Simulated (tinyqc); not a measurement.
Thin film between two gates, subbands and threshold shift from confinement: two steps of the calculation.

Undoped body with a flat potential across it, hard walls, transport along x. One isotropic valley (g = 1, mx = my = mz = me). Non-parabolicity enters the subband edges through E (1 + al E) = gamma, so E = 2 gamma/(1 + sqrt(1 + 4 al gamma)); motion within a subband is taken as parabolic with the band-edge mass. Energies are counted from the bulk band edge.

Inputs (values chosen for the exercise); masses close to those of In0.53Ga0.47As: temperature T = 400 K; mass at the band edge me = 0.0404 m0; non-parabolicity al = 1.2 1/eV; film thickness (along z) t = 12.4 nm; widening of the box by penetration into the insulator dl = 0 nm.

Constants: q = 1.602176634e-19 C, kB = 1.380649e-23 J/K, hbar = 1.054571817e-34 J s, m0 = 9.1093837015e-31 kg, Vt = kB T/q, hbar^2/(2 m0) = 0.0380998212 eV nm^2. Results are converted to the units shown.

Question 1. Lowest subbands. gamma = C (pi k/(t + dl))^2/mz, C = hbar^2/(2 m0). List the 5 lowest, labelled by quantum numbers, with degeneracy g and N_k: N_k = g sqrt(mx my) m0 kB T/(pi hbar^2).

Give: E_k; g; N_k.

Answer 1.

```
subband,E_k (eV),g,N_k (cm^-2)
1,0.056679,1,5.8172e11
2,0.19602,1,5.8172e11
3,0.37555,1,5.8172e11
4,0.57365,1,5.8172e11
5,0.78114,1,5.8172e11
```

Question 2. Threshold shift. Each subband has N_k = g sqrt(mx my) m0 kB T/(pi hbar^2); without degeneracy n = exp(EF/Vt) sum N_k exp(-E_k/Vt). Classical value Nc times t, Nc = sum over valleys of 2 g (m m0 kB T/(2 pi hbar^2))^1.5 with m = (mx my mz)^(1/3). Threshold shift dVT = Vt ln(classical value/sum N_k exp(-E_k/Vt)). Use the subbands listed.

```
subband,E_k (eV),N_k (cm^-2)
1,0.056678816,5.8171658e11
2,0.19602449,5.8171658e11
3,0.37555465,5.8171658e11
4,0.57365069,5.8171658e11
5,0.78113631,5.8171658e11
```

Give: shares; sum N_k exp(-E_k/Vt); Nc; classical value; dVT.

Answer 2.

shares, subband 1 to 5 (%): [98.266, 1.725, 0.009, 0.000, 0.000]
sum N_k exp(-E_k/Vt) = 1.1434e11 cm^-2
Nc = 3.1373e17 cm^-3
classical value = 3.8902e11 cm^-2
dVT = 42.207 mV

Range of the model: Non-parabolicity also makes carriers heavier within each subband, which is left out, so densities of states are understated at high energy.

tinyqc, about 0.02 s, one thread, Intel Xeon 2.30GHz (shared host): `OMP_NUM_THREADS=1 python tinyqc.py 2350095 2350096 out.jsonl`
